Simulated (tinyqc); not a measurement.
Exact and approximate size effects: heat flow across a film from the phonon Boltzmann equation in the relaxation-time approximation. Computed by tinyqc, a small Python program. Command: `OMP_NUM_THREADS=1 python tinyqc.py 3006705 3006706 out.jsonl slabbte walk`. One thread of a shared host (Intel(R) Xeon(R) Processor @ 2.30GHz), about 0.01 s of CPU time with the checks.

Two black walls, hot at x = 0 and cold at x = L, emit phonons isotropically. For one free path Lambda, with tau = x/Lambda, tau_L = L/Lambda and phi = (T - T_cold)/Delta T, energy balance gives phi(tau) = (1/2) [E2(tau) + int_0^tau_L phi(s) E1(|tau - s|) ds]; E_n are the exponential integrals. The flux over the ballistic flux C v Delta T/4 is psi = 1 - 2 int_0^tau_L phi(s) E2(s) ds, and kappa_eff/kappa = (3/4) tau_L psi. kappa = C v Lambda/3 is an input, so at fixed kappa a longer free path means a smaller C v.

Inputs (values chosen for the exercise, modelled on sapphire): free path Lambda_1 = 19 nm.

Free-path groups: one.

Method:
- Cut the film into n equal cells with constant phi, collocated at the centres c_i: the kernel integrates to A_ij = |E2(|c_i - e_j|) - E2(|c_i - e_(j+1)|)|/2 for cell edges e_j, and A_ii = 1 - E2(half a cell); solve (1 - A) phi = E2(c)/2; psi = 1 - 2 sum_j phi_j [E3(e_j) - E3(e_(j+1))].
- Each group is solved on its own with 150 and 300 cells, psi = (4 psi(300) - psi(150))/3, and weighted by its share of kappa.
- Two-flux: kappa_eff/kappa = sum f_i/(1 + 4 Lambda_i/(3 L)). Matthiessen with the thickness: sum f_i/(1 + Lambda_i/L). Ballistic limit: sum f_i 3 L/(4 Lambda_i).

Kappa_eff/kappa:

| L (nm) | Boltzmann | two-flux | Matthiessen | ballistic limit |
|---|---|---|---|---|
| 0.57 | 0.021869 | 0.022005 | 0.029126 | 0.0225 |
| 1.9 | 0.068678 | 0.069767 | 0.090909 | 0.075 |
| 4.8 | 0.15514 | 0.15929 | 0.20168 | 0.18947 |
| 11 | 0.29297 | 0.30275 | 0.36667 | 0.43421 |
| 28 | 0.51010 | 0.525 | 0.59574 | 1.1053 |
| 76 | 0.73792 | 0.75 | 0.8 | 3 |
| 190 | 0.87562 | 0.88235 | 0.90909 | 7.5 |
| 480 | 0.94700 | 0.94987 | 0.96192 | 18.947 |

The two-flux formula lies above the Boltzmann result by at most about 3.3 % (at L = 11 nm); the Matthiessen form is high by up to 33 %, since it misses the factor 3/4 of the ballistic limit. The thinnest film reaches 97 % of that limit, and the thickest, 25 Lambda_1, only 95 % of the bulk value. Rows below about 10 nm are near the phonon wavelength, where a particle picture fails.
